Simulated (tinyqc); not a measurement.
Orbital energy against energy difference: ionisation energy by orbital energies and by energy differences in the cc-pvdz basis, for H6, spin multiplicity 1. Computed by the program tinyqc with PySCF. The cation is unrestricted; errors are against CCSD(T) in this basis, not against experiment.

Geometry (angstrom):
```
atom,x,y,z
H,0.0000,0.0000,0.0000
H,0.0000,0.0000,0.7650
H,0.0000,0.0000,1.6720
H,0.0000,0.0000,2.4370
H,0.0000,0.0000,3.3440
H,0.0000,0.0000,4.1090
```

CCSD(T) difference in the same basis = 11.0490 eV

IP-EOM-CCSD = 11.0989 eV

First vertical ionisation energy (eV):
```
method,-e(HOMO),E(cation) - E,error of -e(HOMO),error of the difference
HF,11.260,10.30934,0.211,-0.740
LDA,6.688,10.64288,-4.361,-0.406
PBE,6.781,10.72130,-4.268,-0.328
B3LYP,7.905,10.96034,-3.144,-0.089
CAM-B3LYP,9.388,10.95318,-1.661,-0.096
LC-wPBE,10.663,10.99113,-0.386,-0.058
```

Estimate the missing row, method = PBE0.

Computed row:
```
method  -e(HOMO)  E(cation) - E  error of -e(HOMO)  error of the difference
PBE0       8.044       10.86243             -3.005                   -0.187
```

Koopmans errs by +0.21 eV and Delta-HF by -0.74 eV: relaxation, 0.95 eV, lowers the value and the missing correlation difference works against it. The PBE level is off by -4.3 eV through the wrong tail of its potential, though its energy difference is off by -0.33 eV; exact exchange deepens the level, and among the orbital energies HF comes closest; among the differences LC-wPBE does.
